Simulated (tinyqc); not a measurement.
Chemical trend: level against potential: deep trap from a strong local potential in a two-band host (Koster-Slater model with semi-elliptic bands). Computed by tinyqc, a small Python program. Command: `OMP_NUM_THREADS=1 python tinyqc.py 3012656 3012657 out.jsonl deeptrap walk`. One thread of a shared host (Intel(R) Xeon(R) Processor @ 2.30GHz), about 0.02 s of CPU time with the checks.

The valence band spans -2 W_v to 0 and the conduction band E_g to E_g + 2 W_c. The orbital at the impurity site has weight f_v in the valence band and 1 - f_v in the conduction band, each spread as a semi-ellipse (2/(pi W^2)) sqrt(W^2 - x^2) about the band centre. The impurity adds U to this orbital. Spin is left out.

Inputs (values chosen for the exercise, with a gap close to that of beta-Ga2O3):
```
quantity                                value  unit
gap E_g                                  4.73    eV
half-width of the valence band W_v        4.6    eV
half-width of the conduction band W_c       5    eV
valence weight f_v of the site orbital   0.42     -
```

Impurity: attractive, donor-like.

Method:
- In the gap G(E) = f_v (2/W_v^2)[x - sqrt(x^2 - W_v^2)] - (1 - f_v)(2/W_c^2)[y - sqrt(y^2 - W_c^2)], x = E + W_v, y = E_g + W_c - E.
- G falls across the gap from G(0) to G(E_g). A repulsive U binds if U > 1/G(0), an attractive one if U < 1/G(E_g); the vacancy level (U infinite) solves G(E) = 0 (bisection).
- The trap level solves G(E) = 1/U (bisection). With D = -dG/dE = D_v + D_c, D_v = f_v (2/W_v^2)[x/sqrt(x^2 - W_v^2) - 1] and D_c = (1 - f_v)(2/W_c^2)[y/sqrt(y^2 - W_c^2) - 1], the weight on the impurity orbital is 1/(U^2 D) and the conduction-band character is D_c/D.
- U is 1.05, 1.2, 1.5, 2, 3, 5, 10 and 30 times the threshold, rounded to three digits; the largest values are formal and only show the vacancy limit.

attractive threshold = -5.43908 eV

vacancy level = 1.64178 eV

Trend:
```
U (eV)   E_t (eV)  weight on the impurity  conduction character  E_t - vacancy level (eV)
-5.71      4.7263                 0.02613               0.99494                    3.0846
-6.53      4.6805                 0.08034               0.97941                    3.0387
-8.16      4.5051                 0.12540               0.94738                    2.8633
-10.90     4.1445                 0.13012               0.89209                    2.5028
-16.30     3.5399                 0.09242               0.79326                    1.8981
-27.20     2.8477                 0.04237               0.66213                    1.2059
-54.40     2.2461                 0.01132               0.53445                    0.6043
-163.00    1.8391                 0.00123               0.44354                    0.1973
```

What follows from these numbers?

dE_t/dU equals the weight on the impurity, which peaks at 0.130 (U = -10.9 eV) and falls to 0.0012 in the last row, so beyond the peak each further eV of potential moves the level less. The level nears the vacancy level, 1.642 eV, as 1/U: it is 0.604 eV away at 10 times the threshold and 0.197 eV at 30 times, and the state is then host-like.

Extremes, crossings and ranges named in words are read from the listed rows.
